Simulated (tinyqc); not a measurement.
Reverse leakage of an n+-p junction: diffusion, generation, trap-assisted and band-to-band tunnelling: two steps of the calculation.

One-sided abrupt junction in the depletion approximation, x from the junction (0) to W on the p side, field F = F0 (1 - x/W). Flat quasi-Fermi levels, long p side. Traps generate through SRH with both lifetimes shortened by 1 + Gamma (Hurkx enhancement, form for moderate fields); band-to-band generation is local and needs a total bending above Eg.

Values chosen for this exercise; band and dielectric values close to those of silicon: temperature T = 358 K; band gap Eg = 1.14 eV; relative permittivity eps_r = 11.5; conduction-band density of states at T Nc = 3.7e19 cm^-3; valence-band density of states at T Nv = 3.44e19 cm^-3; acceptor density of the lighter side Na = 1.2e17 cm^-3; donor density of the heavier side Nd = 1e19 cm^-3; SRH lifetime of both carriers at zero field tau = 4e-8 s; trap level above the intrinsic level Et = 0 eV; tunnelling mass mt = 0.25 m0; electron diffusion coefficient on the lighter side Dn = 14 cm^2/s; band-to-band prefactor Ab = 7.5e14 cm^-0.5 V^-2.5 s^-1; band-to-band field constant Bb = 2.01e7 V/cm; reverse bias VR = 1.5 V.

Constants: q = 1.602176634e-19 C, kB = 1.380649e-23 J/K, hbar = 1.054571817e-34 J s, m0 = 9.1093837015e-31 kg, Vt = kB T/q, eps0 = 8.8541878128e-14 F/cm where lengths are in cm. Results are converted to the units shown.

Task 1. Field, scales and diffusion current. ni = sqrt(Nc Nv) exp(-Eg/(2 Vt)), Eg in volts; Vbi = Vt ln(Na Nd/ni^2); W = sqrt(2 eps0 eps_r (Vbi + VR)/(q Na)); F0 = 2 (Vbi + VR)/W; FG = sqrt(24 mt m0 (kB T)^3)/(q hbar); J_diff = q ni^2 sqrt(Dn/tau)(1 - exp(-VR/Vt))/Na.

Find: ni; Vbi; W; F0; FG; J_diff.

Result 1.

ni = 3.374e11 cm^-3
Vbi = 0.9251 V
W = 160.3 nm
F0 = 302.6 kV/cm
FG = 480.8 kV/cm
J_diff = 2.844e-9 A/cm^2

Task 2. Generation rates across the layer. u = (Vbi + VR)(1 - x/W)^2, p = Na exp(-u/Vt), n = Nd exp((u - Vbi - VR)/Vt); G0 = ni^2 (1 - exp(-VR/Vt))/(tau (n + p + 2 ni cosh(Et/Vt))); Gamma = 2 sqrt(3 pi)(F/FG) exp((F/FG)^2); trap-assisted part G0 Gamma; G_bb = Ab F^2.5 exp(-Bb/F) with F in V/cm, zero unless Vbi + VR > Eg, and counted as zero under 1 cm^-3 s^-1. 15 equal steps.

ni = 3.3740557e11 cm^-3
Vbi = 0.92507839 V
W = 160.27115 nm
F0 = 302.62195 kV/cm
FG = 480.82056 kV/cm

Wanted: x; F; Gamma; G0; G0 Gamma; G_bb.

Result 2.

| point | x (nm) | F (kV/cm) | Gamma | G0 (cm^-3 s^-1) | G0 Gamma (cm^-3 s^-1) | G_bb (cm^-3 s^-1) |
|---|---|---|---|---|---|---|
| 0 | 0.00 | 302.62 | 5.7427 | 2.8461e11 | 1.6344e12 | 0.0000 |
| 1 | 10.68 | 282.45 | 5.0931 | 7.1397e15 | 3.6363e16 | 0.0000 |
| 2 | 21.37 | 262.27 | 4.5098 | 4.0275e18 | 1.8163e19 | 0.0000 |
| 3 | 32.05 | 242.10 | 3.9836 | 4.2175e18 | 1.6801e19 | 0.0000 |
| 4 | 42.74 | 221.92 | 3.5067 | 4.2176e18 | 1.4790e19 | 0.0000 |
| 5 | 53.42 | 201.75 | 3.0722 | 4.2176e18 | 1.2957e19 | 0.0000 |
| 6 | 64.11 | 181.57 | 2.6740 | 4.2176e18 | 1.1278e19 | 0.0000 |
| 7 | 74.79 | 161.40 | 2.3068 | 4.2174e18 | 9.7289e18 | 0.0000 |
| 8 | 85.48 | 141.22 | 1.9659 | 4.1902e18 | 8.2374e18 | 0.0000 |
| 9 | 96.16 | 121.05 | 1.6469 | 2.6142e18 | 4.3053e18 | 0.0000 |
| 10 | 106.85 | 100.87 | 1.3461 | 1.4236e17 | 1.9164e17 | 0.0000 |
| 11 | 117.53 | 80.70 | 1.0599 | 6.3400e15 | 6.7201e15 | 0.0000 |
| 12 | 128.22 | 60.52 | 0.78523 | 5.5027e14 | 4.3209e14 | 0.0000 |
| 13 | 138.90 | 40.35 | 0.51890 | 9.5934e13 | 4.9780e13 | 0.0000 |
| 14 | 149.59 | 20.17 | 0.25808 | 3.3635e13 | 8.6805e12 | 0.0000 |
| 15 | 160.27 | 0.00 | 0 | 2.3717e13 | 0 | 0.0000 |

tinyqc, about 0.01 s, one thread, Intel Xeon 2.30GHz (shared host): `OMP_NUM_THREADS=1 python tinyqc.py 2290164 2290165 out.jsonl`
